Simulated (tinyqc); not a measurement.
Binding against well width: donor or exciton in a quantum well (variational effective-mass method). Computed by tinyqc, a small Python program. Command: `OMP_NUM_THREADS=1 python tinyqc.py 3014902 3014903 out.jsonl welldonor walk`. One thread of a shared host (Intel(R) Xeon(R) Processor @ 2.30GHz), about 0.03 s of CPU time with the checks.

Electron and hole in their lowest subbands f(z) = cos(pi z/L); relative in-plane motion exp(-rho/lambda) (separable trial function), H = -nabla_rho^2 - 2/sqrt(rho^2 + (z_e - z_h)^2) in effective units. Mass and screening are the same in well and barrier; l = L/a* is the width in effective units. Bands are flat: no polarisation or applied field.

Inputs (values chosen for the exercise, for a model semiconductor):
```
quantity                 value  unit
electron mass m          0.106   m_0
dielectric constant eps   7.79     -
well width L               6.6    nm
in-plane hole mass m_h    0.31   m_0
```

Centre: exciton. Barriers: infinite.

Constants: Ry = 13.605693123 eV; a_0 = 0.529177210903 angstrom; hbar^2/(2 m_0) = 3.80998212 eV angstrom^2.

Method:
- mu = m m_h/(m + m_h) takes the place of m; Ry* = Ry m/eps^2, a* = a_0 eps/m; l = L/a*.
- k = pi/l; f = cos(k z) inside and zero outside.
- Binding E_b(lambda) = -1/lambda^2 + (8/lambda^2) int_0^l P(z) g(z) dz, with P(z) = (2/l) [(1 - z/l)(1 + cos(2 pi z/l)/2) + (3/(4 pi)) sin(2 pi z/l)] the distribution of |z_e - z_h| and g(z) = int_z^infinity exp(-2 sqrt(r^2 - z^2)/lambda) dr = int_0^infinity exp(-2 rho/lambda) rho/sqrt(rho^2 + z^2) d rho; 40 Gauss-Legendre points in z and 40 in t with rho = lambda t/(1 - t).
- Each row maximises over lambda (golden section, 0.3 to 4).

a* = 5.21872 nm

Ry* = 17.7101 meV

Against width:
```
L (nm)  lambda (a*)  binding (Ry*)  binding (meV)
0.99         0.6115         3.2140         56.920
2.00         0.6918         2.7790         49.215
3.60         0.7930         2.3498         41.616
6.60         0.9415         1.8861         33.403
12.00        1.1471         1.4504         25.686
21.00        1.4105         1.0913         19.327
```

What does the comparison show, and why?

The binding is largest in the narrowest well, 3.214 Ry* at 0.99 nm, on the way to 4. In the widest well it is 1.091 Ry*. In the narrow rows the confinement energy passes real barrier heights: infinite walls and a parabolic band fail, and with real barriers the binding peaks and falls.

Extremes, crossings and ranges named in words are read from the listed rows.
